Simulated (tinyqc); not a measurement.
Electroplating on a thin resistive seed layer: kinetics, Wagner number and the terminal effect across a wafer. Changing the bath conductivity kappa. Computed by tinyqc, a small Python program. Command: `OMP_NUM_THREADS=1 python tinyqc.py 3121086 3121087 out.jsonl terminal sweep`. One thread of a shared host (Intel(R) Xeon(R) Processor @ 2.30GHz), about 0.04 s of CPU time with the checks.

Current enters the seed at the rim. The bath is treated as a local resistance per area (no lateral flow in the liquid), two electrons per ion, molar volume 7.11 cm^3/mol, Faraday constant F = e N_A, kinematic viscosity 0.01 cm^2/s, omega = 2 pi x rpm/60; k_B T/e is in volts.

Inputs (values chosen for the exercise, of the order of those for copper plating from an acid sulfate bath):
```
quantity,value,unit
wafer radius R,10,cm
seed thickness t,120,nm
seed resistivity,13,microohm cm
gap to the anode h,7.9,cm
extra resistance of a porous plate,0,ohm cm^2
exchange current density i_0,0.038,mA/cm^2
cathodic transfer coefficient alpha,0.64,-
mean current density,35,mA/cm^2
diffusivity of the metal ion,6e-06,cm^2/s
metal ion concentration,0.47,mol/L
rotation rate,100,rpm
temperature T,298,K
```

Constants: e = 1.602176634e-19 C; N_A = 6.02214076e+23 1/mol; k_B = 8.617333262e-05 eV/K.

Method:
- Growth rate = i V_m/(2 F). Levich limit i_L = 0.62 x 2 F D^(2/3) omega^(1/2) nu^(-1/6) c. Tafel overpotential eta = (k_B T/(alpha e)) ln(i/i_0); kinetic resistance k_B T/(alpha e i); bath resistance h/kappa + plate; R_s = resistivity/t; Wagner number = kinetic resistance x kappa/R.
- Linearised: with R_t = kinetic + bath resistance the current density obeys (1/r)(r i')' = i R_s/R_t, so i = A I_0(r/l), l = sqrt(R_t/R_s); with x = R/l, edge/centre = I_0(x) and edge/mean = x I_0(x)/(2 I_1(x)).
- Voltage drop in the seed for a uniform current: i R_s R^2/4.
- Full model: seed potential phi(r) with (1/r)(r phi')' = R_s i, where i solves phi = R_b i + (k_B T/(alpha e)) ln(i/i_0) (phi being the driving voltage left at r); phi'(0) = 0 and phi'(R) = R_s i_mean R/2. Solved by collocation to a tolerance of 1e-7.

One run for each value:
```
bath conductivity kappa (S/cm),"edge over centre, full model",Wagner number,bath resistance R_b (ohm cm^2)
0.010,1.0345,0.001146,790.00
0.018,1.0625,0.002064,438.89
0.032,1.1122,0.003669,246.88
0.058,1.2071,0.006649,136.21
0.100,1.3675,0.011464,79.00
0.190,1.7409,0.021782,41.58
0.330,2.4014,0.037832,23.94
0.600,3.9265,0.068785,13.17
```

What does the table show, and why?

Over the rows, edge over centre, full model rises from 1.03 to 3.93 (exponent d ln y / d ln x 0.045 between the first rows and 0.82 between the last); Wagner number rises from 0.00115 to 0.0688 (exponent d ln y / d ln x about 1.0 throughout); bath resistance R_b (ohm cm^2) falls from 790 to 13.2 (exponent d ln y / d ln x about -1.00 throughout). A less conductive bath evens out the terminal effect, although it lowers the Wagner number, which measures only kinetics against the bath.
